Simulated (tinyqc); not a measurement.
Potential-pH (Pourbaix) lines of a metal, its cation, its oxide and an oxyanion, with a complexing ligand: one step, computed by the program tinyqc. Command: `OMP_NUM_THREADS=1 python tinyqc.py 3015580 3015581 out.jsonl pourb walk`. One thread of a shared host (Intel(R) Xeon(R) Processor @ 2.30GHz), about 0.02 s of CPU time with the checks.

Potentials are against the standard hydrogen electrode; solids and water have unit activity; dG_f of M, H+ and the electron is zero; F = e N_A and s = R T ln(10)/F. The cation carries z = 2.

Question. The stable species at (pH, E). M2+ + 2e = M; MO + 2H+ + 2e = M + H2O; MO2(2-) + 4H+ + 2e = M + 2H2O. For each, E0 = -dG/(z F), and E = E0 + (s/z) log10 a - (s n_H/z) pH, with no activity term for the oxide. The metal is stable below the lowest of the three lines; above it, the species of the lowest line is stable. Water lines at 1 bar: hydrogen E = -s pH, oxygen E = -dG_f(water)/(2F) - s pH.

Inputs (values chosen for the exercise, modelled on cobalt):
```
quantity,value,unit
dG_f of water,-237.14,kJ/mol
temperature T,298.15,K
log10 of the dissolved activity a,-6,-
pH,2.7,-
potential E,0.84,V
```

Species: M, M2+, MO, MO2(2-).

E0 (V): cation -0.2849656, oxide 0.1267550, oxyanion 0.9595759

s = 0.05915935 V

Constants: e = 1.602176634e-19 C; N_A = 6.02214076e+23 1/mol.

Give: lines at this pH; upper limit of immunity; hydrogen line; oxygen line; E above the limit of immunity.

Answer.

lines at this pH (V): cation -0.4624, oxide -0.0330, oxyanion 0.4626

upper limit of immunity = -0.4624 V

hydrogen line = -0.1597 V

oxygen line = 1.069 V

E above the limit of immunity = 1.302 V

Stable here: the cation (corrosion). Water itself can oxidise the metal at this pH. Caution: other oxidation states, hydroxides and hydrides are left out, and the lines say nothing of rates.
